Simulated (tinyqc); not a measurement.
Metal-interlayer-semiconductor contact, depinning against tunnelling resistance: contact resistivity against the temperature.

Zero bias, n-type semiconductor. Gap states at the semiconductor surface thin out as exp(-be ti), which unpins the barrier; electrons must then cross the interlayer (a rectangular barrier, no voltage drop across it) and the parabolic depleted layer, both by WKB. Energies E are counted from the Fermi level; no image force, parabolic bands.

Nc is given at 300 K and scales as (T/300 K)^1.5. S = 1/(1 + (1/S0 - 1) exp(-be ti)); phiB = S (phiM - chi) + (1 - S)(Eg - E0); xi = Ec - EF deep inside, from Nd = Nc F(-xi/Vt), F(x) = (2/sqrt(pi)) int_0^infinity sqrt(u) du/(1 + exp(u - x)); band bending U = phiB - xi; E00 = (hbar/2) sqrt(Nd/(eps0 eps_r mt m0)) in volts; A = 4 pi q mA m0 kB^2/h^3. With U = phiB - xi: for xi < E < phiB, y = (E - xi)/U and G1 = (U/E00) [sqrt(1 - y) - y ln((1 + sqrt(1 - y))/sqrt(y))], G1 = 0 above phiB; G2 = 2 ti sqrt(mi max(phiB + dE - E, 0)/C), C = hbar^2/(2 m0); f = 1/(1 + exp(E/Vt)); 1/rho_c = (A T^2/Vt^2) times the integral of exp(-G1 - G2) f over E from xi upwards. Shares under 0.001 % are printed as 0; rows without band bending are left out.

Inputs (values chosen for the exercise); semiconductor values close to those of gallium nitride; interlayer mass of the order of that in aluminium oxide, offset chosen freely: band gap Eg = 3.43 eV; relative permittivity eps_r = 9.19; electron affinity chi = 3.97 eV; conduction-band density of states at the reference temperature Nc = 2.3e18 cm^-3; tunnelling mass in the semiconductor mt = 0.193 m0; Richardson mass mA = 0.197 m0; donor density Nd = 2.8e18 cm^-3; charge-neutrality level above the valence band E0 = 2.4 eV; pinning factor without interlayer S0 = 0.62; metal work function phiM = 4.11 eV; interlayer thickness ti = 1.8 nm; conduction-band offset of the interlayer above the semiconductor dE = 2.5 eV; tunnelling mass in the interlayer mi = 0.34 m0; decay constant of gap states through the interlayer be = 5.3 1/nm.

Constants: q = 1.602176634e-19 C, kB = 1.380649e-23 J/K, eps0 = 8.8541878128e-12 F/m, hbar = 1.054571817e-34 J s, h = 6.62607015e-34 J s, m0 = 9.1093837015e-31 kg, Vt = kB T/q, hbar^2/(2 m0) = 0.0380998212 eV nm^2. Results are converted to the units shown.

The same in every row: S = 1.00; phiB (eV) = 0.140.

Results:
```
T (K)  E00/Vt  rho_c (ohm cm^2)  rho_c with G2 = 0 (ohm cm^2)  peak of the integrand (eV)  share above phiB (%)
150      1.80              31.2                       8.69e-7                      0.0144                 0.109
200      1.35              17.4                       5.19e-7                      0.0329                  1.24
300     0.902              6.08                       2.04e-7                      0.0741                  10.0
350     0.773              3.96                       1.40e-7                      0.0904                  16.8
400     0.677              2.73                       1.01e-7                       0.103                  24.0
450     0.602              1.99                       7.59e-8                       0.112                  31.2
500     0.541              1.50                       5.96e-8                       0.120                  38.1
```

Estimate the missing row, T = 250 K.

Computed row:
```
T (K)  E00/Vt  rho_c (ohm cm^2)  rho_c with G2 = 0 (ohm cm^2)  peak of the integrand (eV)  share above phiB (%)
250      1.08              9.98                       3.17e-7                      0.0542                  4.58
```

With this row back in the table: As T goes from 150 to 500, phiB stays at 0.140 eV and rho_c falls from 31.2 to 1.50 ohm cm^2. The ratio of rho_c to its value with G2 = 0 runs from 3.59e7 to 2.52e7.

Range of the model: The depletion charge would drop about 0.076 V across such an interlayer (eps_r near 9) at ti = 1.8 nm and Nd = 2.8e18 cm^-3, against a band bending of 0.16 V; this model leaves that drop out.

tinyqc, about 0.02 s, one thread, Intel Xeon 2.30GHz (shared host): `OMP_NUM_THREADS=1 python tinyqc.py 2270032 2270033 out.jsonl`
